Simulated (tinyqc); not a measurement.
Gain against bias and Miller's formula: avalanche multiplication and breakdown of a junction from ionisation integrals. Computed by tinyqc, a small Python program. Command: `OMP_NUM_THREADS=1 python tinyqc.py 3010027 3010028 out.jsonl impact walk`. One thread of a shared host (Intel(R) Xeon(R) Processor @ 2.30GHz), about 0.01 s of CPU time with the checks.

Ionisation coefficients follow the local field. Position x runs through the depletion layer from the p side (x = 0), where electrons enter, to the n side (x = w), where holes enter. The built-in voltage is neglected.

Inputs (values chosen for the exercise, modelled on germanium):
```
quantity                               value        unit
electron prefactor a_n              1.44e+07        1/cm
electron field b_n                  1.57e+06        V/cm
hole prefactor a_p                  9.19e+06        1/cm
hole field b_p                      1.27e+06        V/cm
exponent c                                 1           -
permittivity eps                          16           -
doping N of the lightly doped side   7.7e+15      1/cm^3
layer width W                            1.8  micrometre
```

Junction: punch-through p+ n- n+.

Constants: e = 1.602176634e-19 C; eps_0 = 8.8541878128e-12 F/m.

Method:
- alpha_n = a_n exp(-(b_n/F)^c), alpha_p = a_p exp(-(b_p/F)^c).
- Field F = F_m - e N x/(eps eps_0) over the layer, w = W, V = F_m W - e N W^2/(2 eps eps_0); valid while F > 0 at x = W.
- With Phi(x) = int_0^x (alpha_n - alpha_p) dx': 1 - 1/M_n = I_n = int_0^w alpha_n exp(-Phi) dx and M_p = M_n exp(-Phi(w)); trapezoid rule on 401 even points; breakdown at I_n = 1.
- Solve I_n(F_m) = 1.
- Miller's exponent n is defined by 1 - 1/M = (V/V_B)^n for the larger M.

breakdown voltage = 28.5320 V

critical field F_m = 0.236886 MV/cm

Gain:
```
V/V_B   V (V)  F_m (MV/cm)     M_n     M_p  Miller exponent n
0.50   14.266      0.15763   1.011   1.055             4.2602
0.60   17.119      0.17348   1.033   1.144             4.0565
0.70   19.972      0.18933   1.093   1.347             3.8003
0.80   22.826      0.20518   1.254   1.845             3.4988
0.90   25.679      0.22103   1.837   3.530             3.1616
0.95   27.105      0.22896   3.082   7.047             2.9837
0.98   27.961      0.23372   6.885  17.720             2.8752
0.99   28.247      0.23530  13.246  35.551             2.8389
```

What does the comparison show, and why?

The larger gain passes 2 between 0.800 and 0.900 of V_B and reaches 35.6 at 0.99. Miller's exponent runs from 2.8 to 4.3, so it is not a constant: a fit holds over a narrow range only. From the first row to the last the voltage grows by a factor 1.98 and the peak field by 1.49.

Extremes, crossings and ranges named in words are read from the listed rows.
